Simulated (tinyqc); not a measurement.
Changing the cell length L: finite-size error of a charged defect in a periodic cell: Madelung and Makov-Payne terms. Computed by tinyqc, a small Python program. Command: `OMP_NUM_THREADS=1 python tinyqc.py 3008417 3008418 out.jsonl imagecharge sweep`. One thread of a shared host (Intel(R) Xeon(R) Processor @ 2.30GHz), about 0.3 s of CPU time with the checks.

L is the cube root of the cell volume. The defect charge is a Gaussian, rho(r) = q (2 pi sigma^2)^(-3/2) exp(-r^2/2 sigma^2), repeated periodically in a uniform neutralising background and screened by a continuum. The model cell energy is E(L) = E_0 + [periodic - isolated electrostatic energy].

Inputs (values chosen for the exercise, with screening close to that of CdTe):
```
quantity                                     value      unit
charge q                                         1         e
dielectric constant eps                       9.82         -
width sigma of the defect charge              0.81  angstrom
formation energy of the isolated defect E_0  1.761        eV
```

Supercell lattice: bcc. Screening: isotropic.

Constants: e^2/(4 pi eps_0) = 14.39964548 eV angstrom.

Method:
- Cell vectors: (-1,1,1), (1,-1,1), (1,1,-1), scaled to volume L^3.
- Ewald sum for a unit point charge: scale each Cartesian component of the cell by 1/sqrt(eps_i), giving R', G' and V'; E = [ (1/2) sum erfc(eta R')/R' + (2 pi/V') sum exp(-G'^2/4 eta^2)/G'^2 - eta/sqrt(pi) - pi/(2 V' eta^2) ] e^2/(4 pi eps_0) / sqrt(eps_x eps_y eps_z), over n_i = -6..6, omitting n = (0,0,0), eta = 2/V'^(1/3). alpha = -2 E eps_g L/(e^2/(4 pi eps_0)), eps_g = (eps_x eps_y eps_z)^(1/3).
- Periodic energy of the Gaussian: (2 pi q^2/V) sum_(G != 0) exp(-sigma^2 G^2)/(G.eps.G) x e^2/(4 pi eps_0), n_i = -k..k with k = max(9, L/sigma rounded up). Isolated energy: q^2/(2 sqrt(pi) sigma) <1/(n.eps.n)> e^2/(4 pi eps_0), the mean over directions n, here 1/eps.

One run for each value:
```
cell length L (angstrom)  finite-size error (eV)  point-charge correction -q^2 E (eV)  E(L) (eV)
6.5                                      -0.3038                               0.3258      1.457
8.1                                      -0.2501                               0.2615      1.511
10.0                                     -0.2057                               0.2118      1.555
13.0                                     -0.1602                               0.1629      1.601
16.0                                     -0.1309                               0.1324      1.630
19.0                                     -0.1106                               0.1115      1.650
24.0                                     -0.0878                               0.0882      1.673
30.0                                     -0.0704                               0.0706      1.691
```

Describe and explain the trends.

Over the rows, finite-size error (eV) rises from -0.304 to -0.0704 (exponent d ln y / d ln x -0.88 between the first rows and -0.99 between the last); point-charge correction -q^2 E (eV) falls from 0.326 to 0.0706 (exponent d ln y / d ln x about -1.00 throughout); E(L) (eV) rises from 1.46 to 1.69 (exponent d ln y / d ln x 0.16 between the first rows and 0.046 between the last). At the high end the exponent of finite-size error is -0.99, close to -1: the Madelung term rules in large cells. The exponent of point-charge correction -q^2 E stays at -1: the Madelung term goes as 1/L.
